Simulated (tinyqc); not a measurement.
Biaxially strained (001) channel, valley splitting in an inversion layer: effect of the germanium share of the relaxed buffer.

A thin layer grown on a relaxed buffer is stretched in the plane. The two valleys with their long axis along the growth direction (D2) sink against the four in-plane ones (D4); confinement in a triangular well splits them too. Only the lowest subband of each set is kept; one relaxation time, so the weakening of intervalley scattering is left out.

e_par = b1 x, e_perp = -2 (c12/c11) e_par, splitting D = Xu (e_par - e_perp), in-plane stress (c11 + c12 - 2 c12^2/c11) e_par. Levels E(m) = 2.33811 (hbar^2 q^2 F^2/(2 m))^(1/3): E2 = E(ml), E4 = E(mt) + D; N2 = 2 mt kB T/(pi hbar^2), N4 = 4 sqrt(mt ml) kB T/(pi hbar^2). EF solves Ns = N2 ln(1 + exp((EF - E2)/Vt)) + N4 ln(1 + exp((EF - E4)/Vt)); f2 is the share in D2, and 1/mc = f2/mt + (1 - f2)(1/mt + 1/ml)/2. Critical thickness (Matthews-Blakeslee, 60-degree dislocations): h = bv (1 - nu/4)[ln(h/bv) + 1]/(4 pi e_par (1 + nu)), nu = c12/(c11 + c12). The gain is mc(x = 0)/mc.

Values chosen for this exercise; values close to those of silicon on relaxed silicon-germanium: temperature T = 273 K; lattice mismatch per unit x b1 = 0.0418; elastic constant c11 = 165 GPa; elastic constant c12 = 63.9 GPa; shear deformation potential Xu = 8.89 eV; longitudinal mass ml = 0.906 m0; transverse mass mt = 0.187 m0; confining field F = 0.86 MV/cm; inversion density Ns = 1.8e12 cm^-2; Burgers vector bv = 0.384 nm.

Constants: q = 1.602176634e-19 C, kB = 1.380649e-23 J/K, hbar = 1.054571817e-34 J s, m0 = 9.1093837015e-31 kg, Vt = kB T/q, hbar^2/(2 m0) = 0.0380998212 eV nm^2. Results are converted to the units shown.

The same in every row: f2 without strain = 0.9498.

Effect of the germanium share of the relaxed buffer:
```
x,D (meV),f2,mc (m0),gain,critical thickness (nm)
0.03,19.78,0.9775,0.1887,1.011,119.4
0.09,59.35,0.9957,0.1873,1.019,32.04
0.15,98.91,0.9992,0.1871,1.020,16.97
0.21,138.5,0.9999,0.1870,1.020,11.03
0.27,178.0,1.000,0.1870,1.020,7.931
0.33,217.6,1.000,0.1870,1.020,6.054
0.39,257.2,1.000,0.1870,1.020,4.808
0.45,296.7,1.000,0.1870,1.020,3.929
```

What does the table show?

As x goes from 0.03 to 0.45, f2 rises from 0.978 to 1.00 (without strain: it stays at 0.950) and the gain rises from 1.01 to 1.02. The gain cannot pass 1.020, reached when D4 is empty, while the critical thickness falls from 119 to 3.93 nm.

Computed by the program tinyqc: `OMP_NUM_THREADS=1 python tinyqc.py 2530172 2530173 out.jsonl`, one thread of a shared Intel Xeon 2.30GHz, about 0.02 s for the whole run.
